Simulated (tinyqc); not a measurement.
From results back to parameters: linear model of a band gap against the share of exact exchange. Three cases, with inputs chosen for the exercise.

Problem. Gap and optical dielectric constant were computed at two shares alpha. They follow E = E0 + S alpha and eps = 1 + (e0 - 1)(EP/(EP + S alpha))^2.

Find: S; E0; EP; e0.

Method. The two gaps give S and E0. With q = sqrt((eps1 - 1)/(eps2 - 1)) = (EP + S alpha2)/(EP + S alpha1), EP = S (alpha2 - q alpha1)/(q - 1); e0 follows from either eps.

Case 1.

Values chosen (out of a larger set: of the order of those of InP; not measured data): al12 = (0.15, 0.4) (two shares of exact exchange).

gaps (eV): 1.42550  2.71800

eps: 9.268099  7.630303

Solution.

S = 5.17 eV
E0 = 0.65 eV
EP = 10.3 eV
e0 = 10.56

Case 2.

Values chosen (out of a larger set: of the order of those of HfO2; not measured data): al12 = (0.1, 0.15) (two shares of exact exchange).

gaps (eV): 5.00400  5.45100

eps: 4.566480  4.411453

Solution.

S = 8.94 eV
E0 = 4.11 eV
EP = 19.0 eV
e0 = 4.91

Case 3.

Values chosen (out of a larger set: of the order of those of SiO2; not measured data): al12 = (0.2, 0.3) (two shares of exact exchange).

gaps (eV): 7.83200  8.87300

eps: 2.241136  2.164120

Solution.

S = 10.41 eV
E0 = 5.75 eV
EP = 29.9 eV
e0 = 2.42

Computed by tinyqc, one run a case: `OMP_NUM_THREADS=1 python tinyqc.py N N+1 out.jsonl` with N = 1850551, 1850576, 1850620; one thread of a shared Intel(R) Xeon(R) Processor @ 2.30GHz, about 0.01 s a run at most.
